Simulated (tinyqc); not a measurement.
Inside a calculation. Method: Hueckel theory of the pi electrons, for the molecule C=CC=CC=CC=C (SMILES; centres numbered as the heavy atoms are written). Computed by tinyqc, a small Python program that keeps every step. Settings: charge = 0. Command: `OMP_NUM_THREADS=1 python tinyqc.py 22929 22930 out.jsonl` (the two numbers bound the seeds that draw the settings). One thread of a shared host (Intel(R) Xeon(R) Processor @ 2.60GHz), about 0.01 s of CPU time with the checks.

## The Hueckel matrix

Centres:
```
centre  z_r, pi electrons of the neutral centre         h
1C                                            1  0.000000
2C                                            1  0.000000
3C                                            1  0.000000
4C                                            1  0.000000
5C                                            1  0.000000
6C                                            1  0.000000
7C                                            1  0.000000
8C                                            1  0.000000
```

Bonds:
```
i  j  k
1  2  1
2  3  1
3  4  1
4  5  1
5  6  1
6  7  1
7  8  1
```

H_rr = alpha + h_r beta, H_rs = k_rs beta for bonded centres.

Hueckel matrix in units of beta (H = alpha + beta A), lower triangle:
```
          1C        2C        3C        4C        5C        6C        7C        8C
1C  0.000000
2C  1.000000  0.000000
3C  0.000000  1.000000  0.000000
4C  0.000000  0.000000  1.000000  0.000000
5C  0.000000  0.000000  0.000000  1.000000  0.000000
6C  0.000000  0.000000  0.000000  0.000000  1.000000  0.000000
7C  0.000000  0.000000  0.000000  0.000000  0.000000  1.000000  0.000000
8C  0.000000  0.000000  0.000000  0.000000  0.000000  0.000000  1.000000  0.000000
```

## Orbitals

pi electrons, sum of z_r less the charge = 8

Diagonalise; E = alpha + x beta with beta < 0, so the largest x are filled first; degenerate levels share their electrons. P = sum n_i c_ri c_si; each orbital has its largest coefficient positive (the first on a tie).

x values: 1.879385  1.532089  1.000000  0.347296  -0.347296  -1.000000  -1.532089  -1.879385

occupations: 2.000000  2.000000  2.000000  2.000000  0.000000  0.000000  0.000000  0.000000

coefficients:
```
         MO1        MO2        MO3        MO4        MO5        MO6        MO7        MO8
1C  0.161230   0.303013   0.408248   0.464243   0.464243   0.408248  -0.303013  -0.161230
2C  0.303013   0.464243   0.408248   0.161230  -0.161230  -0.408248   0.464243   0.303013
3C  0.408248   0.408248   0.000000  -0.408248  -0.408248   0.000000  -0.408248  -0.408248
4C  0.464243   0.161230  -0.408248  -0.303013   0.303013   0.408248   0.161230   0.464243
5C  0.464243  -0.161230  -0.408248   0.303013   0.303013  -0.408248   0.161230  -0.464243
6C  0.408248  -0.408248   0.000000   0.408248  -0.408248   0.000000  -0.408248   0.408248
7C  0.303013  -0.464243   0.408248  -0.161230  -0.161230   0.408248   0.464243  -0.303013
8C  0.161230  -0.303013   0.408248  -0.464243   0.464243  -0.408248  -0.303013   0.161230
```

charge and bond-order matrix P, lower triangle:
```
           1C         2C         3C         4C         5C        6C        7C        8C
1C   1.000000
2C   0.862086   1.000000
3C   0.000000   0.494818   1.000000
4C  -0.367267   0.000000   0.758105   1.000000
5C   0.000000  -0.103980   0.000000   0.528752   1.000000
6C   0.263287   0.000000  -0.333333   0.000000   0.758105  1.000000
7C   0.000000   0.033934   0.000000  -0.103980   0.000000  0.494818  1.000000
8C  -0.229353   0.000000   0.263287   0.000000  -0.367267  0.000000  0.862086  1.000000
```

## Energy, charges, bond orders

E = sum n x; q_r = z_r - P_rr; bond order p = P_rs; free valence = sqrt(3) - sum of p over the bonds of the atom.

pi energy = 8 alpha + this times beta = 9.517541

pi charges: 1C 0.000000, 2C 0.000000, 3C 0.000000, 4C 0.000000, 5C 0.000000, 6C 0.000000, 7C 0.000000, 8C 0.000000

Bond orders and lengths from R = 1.517 - 0.180 p (angstrom, C-C alone):
```
bond         p         R
1-2   0.862086  1.361825
2-3   0.494818  1.427933
3-4   0.758105  1.380541
4-5   0.528752  1.421825
5-6   0.758105  1.380541
6-7   0.494818  1.427933
7-8   0.862086  1.361825
```

free valence of the carbons: 1C 0.869965, 2C 0.375147, 3C 0.479127, 4C 0.445193, 5C 0.445193, 6C 0.479127, 7C 0.375147, 8C 0.869965

gap between the highest filled and the next level = 0.694593 |beta|
